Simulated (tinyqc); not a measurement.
From results back to parameters: effective work function and flat-band voltage of a metal/high-k/SiO2/Si stack with a dipole layer. Three cases, with inputs chosen for the exercise.

Problem. Three stacks with (t1, t2) = (8, 20), (30, 20) and (8, 60) angstrom have the flat-band voltages below. VFB = W0 - (chi + dEF) - 4 pi e2 [Q1 EOT + Q2 x2]/3.9 with x2 = t2 3.9/eps2, EOT = t1 + x2, e2 = e^2/4 pi eps0, 1 cm^-2 = 1e-16 angstrom^-2; W0 is the work function with the dipole step.

Constants: e^2/(4 pi eps0) = 14.39964547 eV angstrom.

Find: Q1; Q2; W0.

Method. The first two stacks differ in t1 alone and give Q1; the first and third give Q1 + Q2; W0 follows from any of them.

Case 1.

Values chosen (out of a larger set: a stack on Si capped with an aluminium-like oxide; not measured data): chi = 4.052 eV (electron affinity of the channel); dEF = 0.125 eV (Ec - EF in the channel); eps = (3.9, 26.4) (their dielectric constants).

VFB (V): 0.2847461  0.3245554  0.2759727

Solution.

Q1 = -3.9e+11 e/cm^2
Q2 = 7.1e+11 e/cm^2
W0 = 4.452 eV

Case 2.

Values chosen (out of a larger set: a stack on Si capped with a magnesium-like oxide; not measured data): chi = 4.058 eV (electron affinity of the channel); dEF = 0.412 eV (Ec - EF in the channel); eps = (3.9, 18.3) (their dielectric constants).

VFB (V): -0.4139396  -0.3965868  -0.3696411

Solution.

Q1 = -1.7e+11 e/cm^2
Q2 = -9.5e+11 e/cm^2
W0 = 4.028 eV

Case 3.

Values chosen (out of a larger set: a stack on Si capped with a titanium-like oxide; not measured data): chi = 4.048 eV (electron affinity of the channel); dEF = 0.9 eV (Ec - EF in the channel); eps = (3.9, 26.6) (their dielectric constants).

VFB (V): -0.5692964  -0.5447984  -0.5668474

Solution.

Q1 = -2.4e+11 e/cm^2
Q2 = 1.5e+11 e/cm^2
W0 = 4.369 eV

Computed by tinyqc, one run a case: `OMP_NUM_THREADS=1 python tinyqc.py N N+1 out.jsonl` with N = 1880356, 1880357, 1880376; one thread of a shared Intel(R) Xeon(R) Processor @ 2.30GHz, about 0.01 s a run at most.
